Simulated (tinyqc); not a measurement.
Two-band k.p model of the Delta valleys near the X point under shear strain: sweeps and comparisons. A value that a table varies takes the place of the one given here.

Valley pair on the [001] axis, kz counted from the X point, c = hbar^2/2m0, k0 = kx0 2 pi/a. H = (c kz^2/ml + c (kx^2 + ky^2)/mt + c k0^2/ml) 1 + (2 c k0 kz/ml) sigma_z + (D exy - 2 c kx ky/Mp) sigma_x, so E = c kz^2/ml + c (kx^2 + ky^2)/mt + c k0^2/ml -/+ sqrt((2 c k0 kz/ml)^2 + (D exy - 2 c kx ky/Mp)^2). Without strain the lower band has its minima, E = 0, at kz = +/- k0. Shifts from diagonal strain are left out.

For |eta| < 1: k_min = k0 sqrt(1 - eta^2), E_min = -Delta eta^2/2, ml(eta) = ml/(1 - eta^2), 1/m[110] = 1/mt + eta/Mp, 1/m[1-10] = 1/mt - eta/Mp. For |eta| > 1 the minimum sits at X: E_min = -Delta (2 |eta| - 1)/2, ml(eta) = ml/(1 - 1/|eta|), and eta is replaced by its sign in the transverse masses. Here Delta = 2 c k0^2/ml and eta = D exy/Delta.

s11 = (C11 + C12)/((C11 - C12)(C11 + 2 C12)), s12 = -C12/((C11 - C12)(C11 + 2 C12)), s44 = 1/C44; exx = s11 sxx + s12 (syy + szz) and cyclic, exy = s44 sxy/2; tension is positive. A uniaxial stress X along the unit vector n is s_ij = X n_i n_j.

Constants: hbar^2/2m0 = 3.80998211 eV angstrom^2; kB = 8.617333262e-05 eV/K.

Inputs chosen for the exercise (near those of Si; shifted at random, so the results belong to these values and not to a real crystal): a = 5.42 angstrom (lattice constant); ml = 0.927 m0 (longitudinal mass); mt = 0.201 m0 (transverse mass); kx0 = 0.149 2 pi/a (distance of the minimum from X); D = 15.2 eV (shear deformation potential); Mp = 0.243 m0 (coupling mass); C11 = 163.7 GPa; C12 = 64.7 GPa; C44 = 79.8 GPa; Xu = 9.12 eV (uniaxial potential); T = 400 K (temperature); exy = -0.0056 (shear strain).

## Sweep of the shear strain

Delta = 2 c k0^2/ml, eta = D exy/Delta.

The minimum:
```
exy,eta,k_min/k0,E_min (meV),ml(eta),m[110],m[1-10],density-of-states mass
0.0000,0.000,1.000,0.0,0.927,0.2010,0.2010,0.335
0.0016,0.099,0.995,-1.2,0.936,0.1858,0.2190,0.336
0.0040,0.248,0.969,-7.5,0.988,0.1668,0.2529,0.347
0.0081,0.502,0.865,-30.9,1.239,0.1420,0.3437,0.393
0.0121,0.750,0.662,-69.0,2.118,0.1241,0.5294,0.518
0.0145,0.899,0.439,-99.0,4.819,0.1153,0.7832,0.758
0.0194,1.202,0.000,-172.3,5.508,0.1100,1.1629,0.890
0.0258,1.599,0.000,-269.5,2.475,0.1100,1.1629,0.682
```

What can be read from the table?

The valleys reach X at eta = 1, that is exy = 0.0161. The shift is quadratic up to eta = 1 (-7.5 meV at eta = 0.25, -30.9 meV at 0.50) and linear beyond, while 1/m[110] rises linearly, taking m[110] from 0.201 to its floor 0.1100, a gain of 83 % in 1/m. ml(eta) diverges at eta = 1; the largest value listed is 5.51. A deformation-potential model with fixed masses misses all of this.

## Tension along [110]: repopulation and mass change

The z valleys move against the x and y valleys by Xu (ezz - exx) and, through the shear, by E_min. Share of the z valleys n = w/(w + 2 exp(dE/kT)), dE the total relative shift, w = sqrt(ml(eta) m[110] m[1-10]/(ml mt^2)). Along [110]: 1/m_c = n/m[110] + (1 - n)(1/ml + 1/mt)/2. Fixed masses means E_min = 0, w = 1, m[110] = mt. Gains are against 3/(1/ml + 2/mt) at a fixed scattering time.

Results:
```
X (GPa),Xu (ezz - exx) (meV),E_min (meV),m[110],m_c fixed masses,m_c with shear,gain fixed (%),gain with shear (%)
0.00,0.0,0.0,0.2010,0.2720,0.2720,0.0,0.0
0.25,-11.5,-0.3,0.1932,0.2612,0.2554,4.1,6.5
0.50,-23.0,-1.2,0.1861,0.2507,0.2375,8.5,14.5
1.00,-46.1,-4.6,0.1732,0.2323,0.2029,17.1,34.0
1.50,-69.1,-10.4,0.1620,0.2192,0.1760,24.1,54.6
2.00,-92.1,-18.5,0.1521,0.2110,0.1577,28.9,72.4
3.00,-138.2,-41.6,0.1356,0.2038,0.1363,33.5,99.6
```

What can be read from the table?

At 1 GPa repopulation alone gives 17.1 % and the shear terms raise it to 34.0 %. From 2 to 3 GPa the fixed-mass gain grows by 4.6 points, towards its ceiling of 35.3 % when all electrons sit in the z valleys, whereas the gain with shear grows by 27.2 points because m[110] keeps falling.

## What each parameter does

Delta = 2 c k0^2/ml, eta = D exy/Delta. Each row changes one parameter from the base and keeps the others.

Results:
```
case,eta,E_min (meV),ml(eta) (m0),m[110] (m0),m[1-10] (m0)
base,-0.3471,-14.77,1.0540,0.2819,0.1562
ml = 0.86211 m0,-0.3228,-13.74,0.9624,0.2742,0.1586
mt = 0.18693 m0,-0.3471,-14.77,1.0540,0.2550,0.1475
kx0 = 0.15943 2 pi/a,-0.3031,-12.90,1.0208,0.2683,0.1607
D = 16.264 eV,-0.3714,-16.91,1.0753,0.2901,0.1538
Mp = 0.22599 m0,-0.3471,-14.77,1.0540,0.2908,0.1536
exy = -0.00599,-0.3712,-16.90,1.0752,0.2901,0.1538
```

How do the results move?

The largest shifts from the base row, up to three for each result and ties (the steps differ in size, so this ranks the rows, not the parameters). eta: kx0 +0.0439, ml +0.0243, D -0.0243; unchanged at the printed digits by mt and Mp. E_min (meV): D -2.14, exy -2.13, kx0 +1.87; unchanged at the printed digits by mt and Mp. ml(eta) (m0): ml -0.0916, kx0 -0.0331, D +0.0213; unchanged at the printed digits by mt and Mp. m[110] (m0): mt -0.0269, kx0 -0.0137, Mp +0.0088. m[1-10] (m0): mt -0.0086, kx0 +0.0045, Mp -0.0026.

Run: tinyqc, `OMP_NUM_THREADS=1 python tinyqc.py 1051327 1051328 out.jsonl`; Intel(R) Xeon(R) Processor @ 2.30GHz, one thread, shared host; about 0.01 s of CPU time with all checks.
